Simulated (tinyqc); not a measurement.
Floating body of a partially depleted SOI transistor: body voltage and kink: two steps of the calculation.

Source at 0 V. Channel current Ic = 2 nf K Vt^2 [F(0) - F(Vd)](1 + la Vd), F(V) = ln^2(1 + exp((Vg - VT - nf V)/(2 nf Vt))), VT = VT0 - gb Vb. Saturation voltage Vs = 2 Vt sqrt(F(0)) + 3 Vt, excess Ve = (Vd - Vs + sqrt((Vd - Vs)^2 + 0.0004 V^2))/2, multiplication M1 = Ai Ve exp(-Bl/Ve). Each junction passes D(v) = J1 (exp(v/Vt) - 1) + J2 (exp(v/(2 Vt)) - 1). Bipolar current Ib = bb J1 (exp(Vb/Vt) - 1). The body settles where M1 (Ic + Ib) = D(Vb) + D(Vb - Vd) + Vb/Rb; drain current Id = (1 + M1)(Ic + Ib) - D(Vb - Vd).

Values chosen for this exercise; values of the order met in partially depleted silicon-on-insulator transistors: temperature T = 300 K; threshold at zero body voltage VT0 = 0.4 V; fall of the threshold per volt of body voltage gb = 0.2; slope factor nf = 1.34; gain factor per width K = 290 uA/(V^2 um); channel-length modulation factor la = 0.07 1/V; impact-ionisation prefactor Ai = 1.81 1/V; impact-ionisation voltage Bl = 4.7 V; diffusion saturation current of each junction J1 = 3.6e-12 uA/um; recombination saturation current of each junction J2 = 1.2e-9 uA/um; gain of the lateral bipolar transistor on the diffusion current bb = 1; resistance of a weak body tie to the source (1e9 stands for no tie, and the term is then dropped) Rb = 1e9 kohm um; gate voltage Vg = 0.57 V; drain voltage Vd = 1.2 V.

Constants: q = 1.602176634e-19 C, kB = 1.380649e-23 J/K, Vt = kB T/q. Results are converted to the units shown.

Task 1. New Vb. Current into the body I_in = M1 (Ic + Ib) - D(Vb - Vd), current out I_out = D(Vb) + Vb/Rb; f = ln(I_in/I_out), s = df/dVb by central differences over 1e-5 V, Vb(new) = Vb - f/s.

Vb after iteration 1 = 0.61957690 V

Give: Ic; Ve; M1; I_in; I_out; f; s; Vb after iteration 2.

Result 1.

Ic = 10.2 uA/um
Ve = 0.902 V
M1 = 0.00894
I_in = 0.0920 uA/um
I_out = 0.0924 uA/um
f = -0.00396
s = -38.0 1/V
Vb after iteration 2 = 0.619 V

Task 2. Drain current with floating and with grounded body. Id and VT at the converged Vb, Id at Vb = 0, their ratio, and the bipolar share Ib/(Ic + Ib).

converged Vb = 0.61947260 V

Wanted: VT; Id, floating; Id, grounded; ratio; bipolar share.

Result 2.

VT = 0.27611 V
Id, floating = 10.384 uA/um
Id, grounded = 3.6784 uA/um
ratio = 2.8229
bipolar share = 0.89227 %

The body rises to 0.619 V and lowers the threshold by 124 mV.

Range of the model: The multiplication law is an empirical form chosen for the exercise; self-heating and capacitive coupling to the body are left out, and the linear laws are rough once Vb passes about 0.7 V or M1 about 0.1.

Program tinyqc, `OMP_NUM_THREADS=1 python tinyqc.py 2182116 2182117 out.jsonl`; Intel Xeon 2.30GHz, shared host, one thread, about 0.2 s.
